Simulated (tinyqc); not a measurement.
From results back to parameters: Boltzmann transport in a parabolic band with a power-law relaxation time. Four cases, with inputs chosen for the exercise.

Problem. The Seebeck coefficient and the Hall density nH = n/rH are given; md is hidden (a Pisarenko analysis).

F_j(eta) = (1/Gamma(j + 1)) integral_0^infinity x^j dx/(1 + exp(x - eta)), which tends to exp(eta) for eta << 0.

n = N F_1/2(eta) with N = 2 (m kB T/(4 pi c))^(3/2) with c = hbar^2/2m0, in 1/angstrom^3; times 1e24 for 1/cm^3, m = md.

tau = tau0 x^r with x = E/kT. With K_j = Gamma(j + 1) F_j(eta): <tau> = tau0 (r + 3/2) K_(r+1/2)/((3/2) K_(1/2)); mu = <tau>/(mc m0/e), m0/e = 5.685630e-12 kg/C; Hall factor rH = (3/2) K_(1/2) (2r + 3/2) K_(2r+1/2)/((r + 3/2) K_(r+1/2))^2; Seebeck S = -(kB/e) [(r + 5/2) K_(r+3/2)/((r + 3/2) K_(r+1/2)) - eta]; Lorenz number L = (kB/e)^2 [(r + 7/2) K_(r+5/2)/((r + 3/2) K_(r+1/2)) - ((r + 5/2) K_(r+3/2)/((r + 3/2) K_(r+1/2)))^2]; kB/e in V/K. Valley anisotropy is left out of rH.

Constants: hbar^2/2m0 = 3.80998211 eV angstrom^2; kB = 8.617333262e-05 eV/K.

Find: eta; rH; n; md.

Method. S depends on eta alone and |S| falls steadily with it; eta gives rH and so n, and N = n/F_1/2(eta) gives md from N proportional to md^(3/2).

Case 1.

Values chosen (out of a larger set: masses near those of SiC; tau0 is set for a mobility of the usual size at this n, kL is a free input; freeze-out and phonon drag, which matter near 77 K, are left out; not measured data): r = 0.5 (exponent of tau); T = 77 K.

S = -159.319 microvolt/K
nH = 8.1335e+18 1/cm^3

Solution.

eta = 2.50
rH = 1.045
n = 8.5e+18 1/cm^3
md = 0.805 m0

Case 2.

Values chosen (out of a larger set: masses near those of InP; tau0 is set for a mobility of the usual size at this n, kL is a free input; freeze-out and phonon drag, which matter near 77 K, are left out; not measured data): r = -0.5 (exponent of tau); T = 300 K.

S = -48.379 microvolt/K
nH = 5.9696e+18 1/cm^3

Solution.

eta = 5.82
rH = 1.022
n = 6.1e+18 1/cm^3
md = 0.079 m0

Case 3.

Values chosen (out of a larger set: masses near those of GaAs; tau0 is set for a mobility of the usual size at this n, kL is a free input; freeze-out and phonon drag, which matter near 77 K, are left out; not measured data): r = -0.5 (exponent of tau); T = 400 K.

S = -391.367 microvolt/K
nH = 4.3495e+16 1/cm^3

Solution.

eta = -2.50
rH = 1.173
n = 5.1e+16 1/cm^3
md = 0.065 m0

Case 4.

Values chosen (out of a larger set: masses near those of GaN; tau0 is set for a mobility of the usual size at this n, kL is a free input; freeze-out and phonon drag, which matter near 77 K, are left out; not measured data): r = 1.5 (exponent of tau); T = 400 K.

S = -413.125 microvolt/K
nH = 8.2375e+17 1/cm^3

Solution.

eta = -0.68
rH = 1.821
n = 1.5e+18 1/cm^3
md = 0.200 m0

Computed by tinyqc, one run a case: `OMP_NUM_THREADS=1 python tinyqc.py N N+1 out.jsonl` with N = 1652416, 1652471, 1652478, 1652479; one thread of a shared Intel(R) Xeon(R) Processor @ 2.30GHz, about 0.02 s a run at most.
